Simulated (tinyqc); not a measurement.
Inside a calculation. Method: exchange-only LDA atom on a uniform radial grid, spin-unpolarised, for Li. Computed by tinyqc, a small Python program that keeps every step. Settings: Z = 3, points = 128, R = 13.4, functional = Slater exchange alone, mixing = 0.2, iteration cap = 69. Command: `OMP_NUM_THREADS=1 python tinyqc.py 30262 30263 out.jsonl` (the two numbers bound the seeds that draw the settings). One thread of a shared host (Intel(R) Xeon(R) Processor @ 2.60GHz), about 0.3 s of CPU time with the checks. Later iterations appear only in the table of the cycle.

## Iteration 1

Spherical atom on a uniform radial grid r_j = j h with h = R/(N + 1), h sum u^2 = 1 and integrals as h times sums, u(0) = u(R) = 0 (atomic units):
```
parameter,value
Z,3
points N,128
R,13.400000
h,0.103876
mixing,0.200000
electrons in 1s,2
electrons in 2s,1
```

Three-point differences turn -u''/2 + [l(l+1)/2r^2 - Z/r + V] u = e u into a tridiagonal matrix (diagonal 1/h^2 + potential, off-diagonal -1/2h^2). D = sum f u^2; the Hartree potential y/r solves y'' = -D/r with y(0) = 0, y(R) = N_e; v_xc comes from rho = D/(4 pi r^2); E = sum f e - int D V + int D (V_H/2 + eps_xc); V(new) = V + mixing (V_H + v_xc - V).

eigenvalues (hartree): 1s -4.395752, 2s -1.118253

Every 8th grid point:
```
r,V in,u(1s),u(2s),D,V_H,v_xc
0.831008,0.000000,0.725016,-0.205600,1.093568,2.915573,-0.493703
1.662016,0.000000,0.124587,-0.750529,0.594338,1.694695,-0.253810
2.493023,0.000000,0.016057,-0.599087,0.359421,1.186503,-0.163796
3.324031,0.000000,0.001839,-0.336286,0.113095,0.900242,-0.091965
4.155039,0.000000,0.000198,-0.159558,0.025459,0.721733,-0.048211
4.986047,0.000000,0.000020,-0.068534,0.004697,0.601646,-0.024304
5.817054,0.000000,2.04e-06,-0.027556,0.000759,0.515721,-0.011947
6.648062,0.000000,2.00e-07,-0.010570,0.000112,0.451259,-0.005770
7.479070,0.000000,1.94e-08,-0.003914,0.000015,0.401119,-0.002751
8.310078,0.000000,1.85e-09,-0.001410,1.99e-06,0.361007,-0.001298
9.141085,0.000000,1.75e-10,-0.000497,2.47e-07,0.328189,-0.000608
9.972093,0.000000,1.64e-11,-0.000172,2.96e-08,0.300840,-0.000283
10.803101,0.000000,0,-0.000059,3.43e-09,0.277698,-0.000131
11.634109,0.000000,0,-0.000020,3.83e-10,0.257862,-0.000060
12.465116,0.000000,0,-0.000006,3.64e-11,0.240672,-0.000026
13.296124,0.000000,0,-5.26e-07,0,0.225630,0.000000
```

total energy = -6.53606123 hartree

## Iteration 2

As before.

eigenvalues (hartree): 1s -3.746132, 2s -0.842794

Every 8th grid point:
```
r,V in,u(1s),u(2s),D,V_H,v_xc
0.831008,0.484374,0.746362,-0.142340,1.134375,2.859804,-0.499769
1.662016,0.288177,0.144890,-0.694209,0.523912,1.667445,-0.243360
2.493023,0.204541,0.021589,-0.631017,0.399115,1.177395,-0.169617
3.324031,0.161655,0.002888,-0.403230,0.162611,0.898061,-0.103799
4.155039,0.134704,0.000364,-0.218468,0.047729,0.721303,-0.059447
4.986047,0.115468,0.000044,-0.107509,0.011558,0.601571,-0.032813
5.817054,0.100755,0.000005,-0.049679,0.002468,0.515709,-0.017697
6.648062,0.089098,6.10e-07,-0.021961,0.000482,0.451257,-0.009395
7.479070,0.079674,7.00e-08,-0.009393,0.000088,0.401119,-0.004931
8.310078,0.071942,7.95e-09,-0.003917,0.000015,0.361007,-0.002565
9.141085,0.065516,8.94e-10,-0.001600,2.56e-06,0.328189,-0.001325
9.972093,0.060111,9.99e-11,-0.000643,4.13e-07,0.300840,-0.000681
10.803101,0.055513,1.11e-11,-0.000254,6.46e-08,0.277698,-0.000348
11.634109,0.051561,0,-0.000098,9.62e-09,0.257862,-0.000175
12.465116,0.048129,0,-0.000034,1.17e-09,0.240672,-0.000083
13.296124,0.045126,0,-3.17e-06,1.00e-11,0.225630,-0.000016
```

total energy = -6.69600329 hartree

## Convergence

Stop when input and output potentials agree to 1e-7.

Course of the cycle (hartree):
```
iteration,E,e(1s),e(2s),largest |V(out) - V(in)|
1,-6.53606123,-4.395752,-1.118253,4.39e+00
2,-6.69600329,-3.746132,-0.842794,3.32e+00
3,-6.80136616,-3.252719,-0.641839,2.51e+00
4,-6.86962072,-2.878694,-0.494854,1.88e+00
5,-6.91318386,-2.595769,-0.387026,1.40e+00
6,-6.94062459,-2.382240,-0.307675,1.04e+00
7,-6.95770597,-2.221477,-0.249093,7.72e-01
8,-6.96822220,-2.100750,-0.205710,5.69e-01
9,-6.97462943,-2.010327,-0.173484,4.17e-01
10,-6.97849561,-1.942779,-0.149478,3.07e-01
11,-6.98080868,-1.892448,-0.131548,2.26e-01
...,...,...,...,...
59,-6.98415185,-1.750910,-0.077463,2.03e-06
60,-6.98415185,-1.750910,-0.077463,1.65e-06
61,-6.98415185,-1.750910,-0.077463,1.33e-06
62,-6.98415185,-1.750911,-0.077463,1.08e-06
63,-6.98415185,-1.750911,-0.077463,8.73e-07
64,-6.98415185,-1.750911,-0.077463,7.06e-07
65,-6.98415185,-1.750911,-0.077463,5.71e-07
66,-6.98415185,-1.750911,-0.077463,4.61e-07
67,-6.98415185,-1.750911,-0.077463,3.73e-07
68,-6.98415185,-1.750911,-0.077463,3.01e-07
69,-6.98415185,-1.750911,-0.077463,2.43e-07
```

Not converged within 69 iterations: the residual falls steadily but slowly, by a factor of about 0.81 a step. Reruns (cap 100 unless said): mixing 0.3: converged in 47; mixing 0.6: converged in 19; the original settings with a cap of 400: converged in 74. Even converged, this uniform grid resolves the cusp poorly and misses the energy of the atom.
